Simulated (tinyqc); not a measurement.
Plane-wave Kohn-Sham cycle with exchange-only LDA in a layered model solid, step by step. One step of it, computed by the program tinyqc.

Task: Iteration 1: levels at that k. Diagonalise the Hermitian matrix.

H (hartree), order -3, -2, -1, +0, +1, +2, +3:
```
[[0.625968, -0.245000, -0.050000, 0.000000, 0.000000, 0.000000, 0.000000],
 [-0.245000, 0.147594, -0.245000, -0.050000, 0.000000, 0.000000, 0.000000],
 [-0.050000, -0.245000, -0.129359, -0.245000, -0.050000, 0.000000, 0.000000],
 [0.000000, -0.050000, -0.245000, -0.204892, -0.245000, -0.050000, 0.000000],
 [0.000000, 0.000000, -0.050000, -0.245000, -0.079004, -0.245000, -0.050000],
 [0.000000, 0.000000, 0.000000, -0.050000, -0.245000, 0.248304, -0.245000],
 [0.000000, 0.000000, 0.000000, 0.000000, -0.050000, -0.245000, 0.777033]]
```

Give: eigenvalues.

Result:

eigenvalues (hartree): [-0.599, -0.238, 0.039, 0.248, 0.329, 0.732, 0.875]
